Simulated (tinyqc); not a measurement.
Hubbard ring of 4 sites, step by step. One step of it, computed by the program tinyqc.

Problem. Mean-field iteration 3. H(up) = T + U n(down), H(down) = T + U n(up); fill the lowest levels; n(new) = n + mixing (n(out) - n); E = tr T (rho up + rho down) + U sum n_up n_down of the output.

one-body matrix (hopping and site energies) (eV), lower triangle:
```
,1,2,3,4
1,0.000000
2,-1.080000,0.000000
3,0.000000,-1.080000,0.000000
4,-1.080000,0.000000,-1.080000,0.000000
```

U = 5.500000 eV

electrons, up and down: 2  2

mixing = 0.200000

n(up) after iteration 2: 1 0.945724, 2 0.054276, 3 0.945724, 4 0.054276

n(down) after iteration 2: 1 0.054276, 2 0.945724, 3 0.054276, 4 0.945724

Give: levels, up; levels, down; energy; n(up) after iteration 3; n(down) after iteration 3.

Solution.

levels, up (eV): -0.5173  0.2985  5.2015  6.0173

levels, down (eV): -0.5173  0.2985  5.2015  6.0173

energy = -1.5683 eV

n(up) after iteration 3: 1 0.9441, 2 0.0559, 3 0.9441, 4 0.0559

n(down) after iteration 3: 1 0.0559, 2 0.9441, 3 0.0559, 4 0.9441
